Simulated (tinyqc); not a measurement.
Long runs: velocity against field: Monte Carlo simulation of one carrier in a uniform electric field. Computed by tinyqc, a small Python program. Command: `OMP_NUM_THREADS=1 python tinyqc.py 3008191 3008192 out.jsonl mcfl walk`. One thread of a shared host (Intel(R) Xeon(R) Processor @ 2.30GHz), about 1 s of CPU time with the checks.

The force e F acts along +z. Flights end at the constant total rate Gamma; the part of Gamma that the real rates do not fill is self-scattering, which leaves k unchanged. One valley, no impurities; equivalent final valleys enter only through Z_f in the optical rate.

Inputs (values chosen for the exercise, modelled on electrons in germanium):

| quantity | value | unit |
|---|---|---|
| effective mass m | 0.221 | m_0 |
| non-parabolicity alpha | 0.6 | 1/eV |
| density rho | 5323 | kg/m^3 |
| sound velocity v_l | 5360 | m/s |
| acoustic deformation potential D_A | 11 | eV |
| phonon energy hbar w | 32.5 | meV |
| optical or intervalley deformation potential D_o | 4.5 | 1e8 eV/cm |
| final valleys Z_f | 3 | - |
| lattice temperature T | 300 | K |
| electric field F | 9.9 | kV/cm |
| energy E_max up to which Gamma must cover the rates | 1 | eV |
| seed of the random numbers | 22858 | - |

Crystal: non-polar. Band: Kane.

Constants: k_B = 1.380649e-23 J/K; e = 1.602176634e-19 C; hbar = 1.054571817e-34 J s; m_0 = 9.1093837015e-31 kg; hbar = 6.582119569e-16 eV s; k_B = 8.617333262e-05 eV/K.

Method:
- Kane band: hbar^2 k^2/(2 m) = E (1 + alpha E), speed v = hbar k/(m (1 + 2 alpha E)), states per spin, volume and energy g(E) = m k (1 + 2 alpha E)/(2 pi^2 hbar^2); overlap factors are set to 1. Masses are multiplied by m_0 and all formulas are in SI units.
- Phonon occupation N_q = 1/(exp(hbar w/(k_B T)) - 1).
- Acoustic deformation potential (elastic, equipartition, absorption and emission together): 1/tau = 2 pi k_B T D_A^2 g(E)/(hbar rho v_l^2).
- Optical or intervalley deformation potential: 1/tau = (pi Z_f D_o^2/(rho w)) [N_q g(E + hbar w) + (N_q + 1) g(E - hbar w)], with g = 0 below the band edge.
- Gamma is 1.05 times the largest total rate on the grid E = (j + 1/2) E_max/400, j = 0..399.
- On the grid E_j = (j + 1/2) hbar w/12 up to 20 k_B T + 2 hbar w, solve (sum of rates) l(E) = v(E); mu_0 = e sum g v l exp(-E/k_B T)/(3 k_B T sum g exp(-E/k_B T)).
- Flight: t = -ln(r1)/Gamma; k_z grows by e F t/hbar; E follows from the band; dz = (E_end - E_start)/(e F).
- Choice: with cumulative rates in the order acoustic, absorption, emission, the process is the first whose sum exceeds r2 Gamma; if none, self-scattering.
- Final state: E' = E, E + hbar w or E - hbar w gives k'. Isotropic processes: cos(theta) = 1 - 2 r3 from the z axis, phi = 2 pi r4, k' (sin theta cos phi, sin theta sin phi, cos theta).
- Each row: 250 carriers from a thermal start, 1600 flights each, the first half discarded, random numbers not printed; the error is the standard error over ten groups; the mean energy is taken at the ends of flights, which sample time evenly. Fields at which more than 0.02 % of the events exceed Gamma are left out.

Gamma = 53.3838 1e12/s

low-field mobility mu_0 = 2066.17 cm^2/(V s)

Monte Carlo results:

| F (kV/cm) | drift velocity (1e5 m/s) | error (1e5 m/s) | mu_0 F (1e5 m/s) | mean energy (meV) | real events (%) |
|---|---|---|---|---|---|
| 2.5 | 0.349 | 0.0130 | 0.5165 | 58.5 | 7.79 |
| 5.0 | 0.464 | 0.0120 | 1.0331 | 94.0 | 11.10 |
| 9.9 | 0.533 | 0.0083 | 2.0455 | 176.0 | 17.70 |

What does the comparison show, and why?

At the lowest field the drift velocity is 0.68 +/- 0.03 of the ohmic value mu_0 F, at the highest 0.26 +/- 0.00. The mean energy goes from 58 to 176 meV against the parabolic-band thermal value 3 k_B T/2 = 39 meV: the carriers heat, more of them reach the emission threshold, where they lose momentum, and the curve bends below the ohmic line. Only 8 to 18 % of the events are real; the rest is the price of a constant Gamma.

Extremes, crossings and ranges named in words are read from the listed rows.
